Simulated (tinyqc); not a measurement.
From results back to parameters: band-to-band tunnelling across a p-n junction in a two-band chain. Four cases, with inputs chosen for the exercise.

Problem. In a uniform field T = exp(-B/F), B = (pi/4) sqrt(m/c) Eg^(3/2), c = hbar^2/2m0, 1 V/angstrom = 100 MV/cm. m is the band-edge mass, the same for both bands (twice the reduced mass). The ratio below comes from a hidden m.

Constants: hbar^2/2m0 = 3.80998211 eV angstrom^2.

Case 1.

Values chosen (out of a larger set: gap and mass near those of InGaAs; not measured data): Eg = 0.739 eV (gap); F1 = 1.3 MV/cm (first field); F2 = 2.12 MV/cm (second field).

ln(T2/T1) = 1.582609

Case 2.

Values chosen (out of a larger set: gap and mass near those of InSb; not measured data): Eg = 0.189 eV (gap); F1 = 1.19 MV/cm (first field); F2 = 3.11 MV/cm (second field).

ln(T2/T1) = 0.203669

Case 3.

Values chosen (out of a larger set: gap and mass near those of InGaAs; not measured data): Eg = 0.787 eV (gap); F1 = 1.46 MV/cm (first field); F2 = 2.48 MV/cm (second field).

ln(T2/T1) = 1.610224

Case 4.

Values chosen (out of a larger set: gap and mass near those of InAs; not measured data): Eg = 0.349 eV (gap); F1 = 1.43 MV/cm (first field); F2 = 2.43 MV/cm (second field).

ln(T2/T1) = 0.372923

Find: B; m.

Solution. B is the logarithm over 1/F1 - 1/F2, and m = c (4B/pi)^2/Eg^3 with B in V/angstrom.

Case 1.

B = 5.319 MV/cm
m = 0.0433 m0

Case 2.

B = 0.393 MV/cm
m = 0.0141 m0

Case 3.

B = 5.716 MV/cm
m = 0.0414 m0

Case 4.

B = 1.296 MV/cm
m = 0.0244 m0

Computed by tinyqc, one run a case: `OMP_NUM_THREADS=1 python tinyqc.py N N+1 out.jsonl` with N = 1481742, 1481783, 1481907, 1481919; one thread of a shared Intel(R) Xeon(R) Processor @ 2.30GHz, about 0.01 s a run at most.
